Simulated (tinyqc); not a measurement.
Worked calculation: CCSD on RHF in the sto-6g basis, for H3+, spin multiplicity 1. One step of it, computed by the program tinyqc.

Task: Iteration 1: building the Fock matrix. J_ij = sum D_kl (ij|kl), K_ij = sum D_kl (ik|jl); F = H + J - 0.5 K; E = tr D H + tr D J / 2 - 0.25 tr D K + E_nn.

D at the start, lower triangle:
```
          1H 1s     2H 1s     3H 1s
1H 1s  0.562106
2H 1s  0.061537  0.635807
3H 1s  0.061537  0.034301  0.635802
```

core Hamiltonian H = T + V (hartree), lower triangle:
```
           1H 1s      2H 1s      3H 1s
1H 1s  -1.691533
2H 1s  -1.150417  -1.411045
3H 1s  -1.150654  -0.448747  -1.411153
```

Two-electron integrals (ij|kl) in chemists' order, unique and non-zero (hartree):
```
(11|11) 0.774999   (21|11) 0.404781   (21|21) 0.252679   (22|11) 0.543610
(22|21) 0.404781   (22|22) 0.774999   (31|11) 0.404881   (31|21) 0.198587
(31|22) 0.256491   (31|31) 0.252788   (32|11) 0.138383   (32|21) 0.078136
(32|22) 0.115450   (32|31) 0.078150   (32|32) 0.027304   (33|11) 0.543677
(33|21) 0.256457   (33|22) 0.326018   (33|31) 0.404881   (33|32) 0.115450
(33|33) 0.774999
```

nuclear repulsion = 1.63582810 hartree

Give: Coulomb J; exchange K; Fock matrix F; total energy of this density.

Result:

Coulomb J (hartree), lower triangle:
```
        1H 1s   2H 1s   3H 1s
1H 1s  1.2361
2H 1s  0.7088  1.0949
3H 1s  0.7090  0.2457  1.0949
```

exchange K (hartree), lower triangle:
```
        1H 1s   2H 1s   3H 1s
1H 1s  0.8703
2H 1s  0.6158  0.7195
3H 1s  0.6159  0.3117  0.7196
```

Fock matrix F (hartree), lower triangle:
```
         1H 1s    2H 1s    3H 1s
1H 1s  -0.8906
2H 1s  -0.7495  -0.6759
3H 1s  -0.7496  -0.3589  -0.6760
```

total energy of this density = -0.678389 hartree

This density is the starting one; it is not idempotent, so its energy is not variational and may lie below the converged one.
